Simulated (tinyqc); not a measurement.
## Sneak paths and read margin

Worst-case read of an N x N array without selectors, ideal wires, unselected lines floating and all unselected cells in the low state with resistance K Ron: the sneak path is Rsn = K Ron [2/(N - 1) + 1/(N - 1)^2], in parallel with the selected cell Rc. A sense resistor Ron to ground gives Vout = Vr Ron/(Ron + Rc Rsn/(Rc + Rsn)); margin = [Vout(Rc = Ron) - Vout(Rc = ra Ron)]/Vr.

Inputs (values chosen for the exercise):
```
symbol  value  unit                                              meaning
Ron        20  kohm                          resistance of the low state
ra        100                                             ratio Roff/Ron
K           1        factor by which unselected cells are more resistive
Vr        0.3     V                                         read voltage
```

Results:
```
N	Rsn (kohm)	Vout, low state (mV)	Vout, high state (mV)	margin (%)
2	60.00	171.4	76.67	31.58
3	25.00	192.9	134.3	19.53
4	15.56	208.7	169.3	13.12
8	6.122	243.0	229.9	4.395
16	2.756	267.6	263.7	1.293
32	1.311	282.6	281.6	0.3528
128	0.3162	295.4	295.3	0.02361
256	0.1572	297.7	297.7	0.005972
```

Estimate the missing row, N = 64.

Computed row:
```
N	Rsn (kohm)	Vout, low state (mV)	Vout, high state (mV)	margin (%)
64	0.6400	291.0	290.7	0.09228
```

With this row back in the table: The margin falls from 31.6 to 0.00597 %; a lone cell has 49.0 %. It first drops below 10 % at N = 8 among the rows, where Rsn = 0.31 Ron. Between the last two rows it goes as N^(-1.98).

Program tinyqc, `OMP_NUM_THREADS=1 python tinyqc.py 2880017 2880018 out.jsonl`; Intel Xeon 2.30GHz, shared host, one thread, about 0.01 s.
